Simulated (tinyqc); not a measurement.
Changing the temperature T: scattering of inversion-layer electrons by surface optical phonons of the gate insulator (remote phonon scattering). Computed by tinyqc, a small Python program. Command: `OMP_NUM_THREADS=1 python tinyqc.py 3112808 3112809 out.jsonl sophonon sweep`. One thread of a shared host (Intel(R) Xeon(R) Processor @ 2.30GHz), about 0.03 s of CPU time with the checks.

One subband with the Fang-Howard envelope; insulator and channel are half-spaces, the gate is far away, and an interlayer only moves the polar surface away by t (its own modes and its permittivity contrast are left out).

Inputs (values chosen for the exercise, modelled on HfO2 on In0.53Ga0.47As):

| quantity | value | unit |
|---|---|---|
| static constant of the insulator eps_0s | 21.5 | - |
| intermediate constant eps_i | 6.57 | - |
| optical constant eps_inf | 5.05 | - |
| hbar omega_TO1 | 12.1 | meV |
| hbar omega_TO2 | 49.8 | meV |
| constant of the channel eps_s | 13.9 | - |
| in-plane mass m | 0.0413 | m_0 |
| valleys g_v | 1 | - |
| sheet density n | 2e+12 | 1/cm^2 |
| mean distance of the electrons z0 = 3/b | 5.4 | nm |
| interlayer thickness t | 0 | nm |
| mobility from other processes | 3420 | cm^2/(V s) |

Screening by the channel electrons: static.

Constants: k_B = 8.617333262e-05 eV/K; hbar^2/(2 m_0) = 3.80998212 eV angstrom^2; e^2/(4 pi eps_0) = 14.39964548 eV angstrom; hbar = 6.582119569e-16 eV s; e = 1.602176634e-19 C; m_0 = 9.1093837015e-31 kg.

Method:
- eps(w) = eps_inf + (eps_0s - eps_i) w1^2/(w1^2 - w^2) + (eps_i - eps_inf) w2^2/(w2^2 - w^2). Surface modes solve eps(w) + eps_s = 0, a quadratic in w^2; the strength of a mode is g = 2/(w d eps/dw).
- Occupation N = 1/(exp(hbar w/(k_B T)) - 1).
- Density of states D = g_v m/(pi hbar^2); eta = E_F/(k_B T) = ln(exp(n/(D k_B T)) - 1); screening wave number q_s = e^2 D/(2 eps_0 eps_avg) x 1/(1 + exp(-eta)), eps_avg = (eps_s + eps_inf)/2; b = 3/z0.
- For a mode of strength g, without the occupation factor, Area x |M(q)|^2 = e^2 hbar w g/(2 eps_0 q) x (b/(b + q))^6 exp(-2 q t) / (1 + (q_s/q) H(q))^2, H = (1 + 9 x/8 + 3 x^2/8)/(1 + x)^3, x = q/b.
- Approximate momentum relaxation rate, taking tau v alike in the initial and final states: 1/tau = (m/(2 pi hbar^3)) sum over modes and over absorption (N, E' = E + hbar w) and emission (N + 1, E' = E - hbar w > 0) of [(1 - f(E'))/(1 - f(E))] int_0^(2 pi) Area |M(q)|^2 (1 - cos theta) d theta, q^2 = k^2 + k'^2 - 2 k k' cos theta, f the Fermi function; 48 midpoints in theta from 0 to pi.
- mu = (e/m) int tau E f (1 - f) dE/(k_B T int f dE), by 300 midpoints from 0 to (max(eta, 0) + 14) k_B T; Matthiessen sum with the other processes.

One run for each value:

| temperature T (K) | remote-phonon mobility (cm^2/(V s)) | total mobility (cm^2/(V s)) | eta |
|---|---|---|---|
| 120 | 5.196e+05 | 3398 | 11.21 |
| 165 | 3.366e+05 | 3386 | 8.15 |
| 210 | 2.557e+05 | 3375 | 6.40 |
| 255 | 2.122e+05 | 3366 | 5.27 |
| 300 | 1.859e+05 | 3358 | 4.47 |
| 345 | 1.687e+05 | 3352 | 3.88 |
| 390 | 1.570e+05 | 3347 | 3.42 |
| 480 | 1.424e+05 | 3340 | 2.74 |

Give the missing row, temperature T (K) = 435.

Computed row:
```
temperature T (K)  remote-phonon mobility (cm^2/(V s))  total mobility (cm^2/(V s))   eta
435                                          1.486e+05                         3343  3.05
```

Interpolating between the two neighbouring rows (linearly) misses most in eta, by 1.1 %. Over the rows, remote-phonon mobility (cm^2/(V s)) falls from 520000 to 142000 (exponent d ln y / d ln x -1.4 between the first rows and -0.43 between the last); total mobility (cm^2/(V s)) falls from 3398 to 3340 (exponent d ln y / d ln x -0.011 between the first rows and -0.0099 between the last); eta falls from 11.2 to 2.74 (exponent d ln y / d ln x -1.0 between the first rows and -1.1 between the last).

Caution (all rows): E_F is high enough for upper subbands or non-parabolicity, left out here, to matter. Caution (all rows): a relaxation time is only an approximation for inelastic scattering, and static or no screening brackets the true dynamic screening only roughly.
